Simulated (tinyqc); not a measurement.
Inside a calculation. Model: octagonal on-chip spiral inductor, lumped pi model.

Numbers from tinyqc (`OMP_NUM_THREADS=1 python tinyqc.py 2302055 2302056 out.jsonl`; about 0.01 s on one thread of a shared Intel Xeon 2.30GHz). Printed values are rounded.

Outer diameter do = di + 2 n wd + 2 (n - 1) sp, mean da = (do + di)/2, fill p = (do - di)/(do + di), length l = 3.314 n da. L = 2.25 mu0 n^2 da/(1 + 3.55 p), mu0 = 4 pi 1e-7 H/m. Rs = rho l/(wd delta (1 - exp(-th/delta))), delta = sqrt(rho/(pi f mu0)). Cs = n wd^2 eps0 eo/hu across the coil. At each end Cox = l wd eps0 eo/(2 ho) leads to the substrate branch Rsi = 2 rs he/(l wd) in parallel with Csi = l wd eps0 11.7/(2 he). With one end grounded Y = 1/(Rs + i w L) + i w Cs + 1/[1/(i w Cox) + 1/(1/Rsi + i w Csi)], w = 2 pi f; Q = -Im Y/Re Y. Eddy currents in neighbouring turns and in the substrate are left out.

Values chosen for this exercise; values of the order met in silicon radio-frequency processes:
- n = 1.5 (number of turns)
- wd = 6 um (line width)
- sp = 2 um (space between turns)
- di = 140 um (inner diameter)
- th = 0.9 um (metal thickness)
- rho = 2.2 uohm cm (metal resistivity)
- ho = 9 um (oxide below the coil)
- hu = 1.1 um (oxide between coil and underpass)
- eo = 4.1 (relative permittivity of the oxide)
- rs = 1 ohm cm (substrate resistivity)
- he = 30 um (effective spreading depth in the substrate)
- f = 3.1 GHz (frequency)

Constants: eps0 = 8.8541878128e-12 F/m. Results are converted to the units shown.

## Geometry and model elements

do, l, L, delta, Rs, Cs, Cox, Rsi and Csi as defined.

do = 160 um
l = 745.6500 um
L = 0.7716378 nH
delta = 1.340759 um
Rs = 4.170645 ohm
Cs = 1.782107 fF
Cox = 9.022904 fF
Rsi = 134.1112 ohm
Csi = 7.724486 fF

Rs is 1.37 times the direct-current value in this empirical form, which overstates the skin effect of a flat slab when delta is near th and so stands in for some current crowding.

## Admittance, quality factor and apparent inductance

Series branch 1/(Rs + i w L), substrate branch, total Y, Q = -Im Y/Re Y, apparent inductance Im(1/Y)/w, metal-only value w L/Rs, share of the loss in the substrate Re(substrate branch)/Re Y.

series branch = 17.14261-61.77729i mS
substrate branch = 0.0041344+0.1755661i mS
Y = 17.14675-61.56701i mS
Q = 3.590594
apparent inductance = 0.7738678 nH
w L/Rs = 3.603727
share of the loss in the substrate = 0.02411175 %

Q is 99.6 % of the metal-only value.
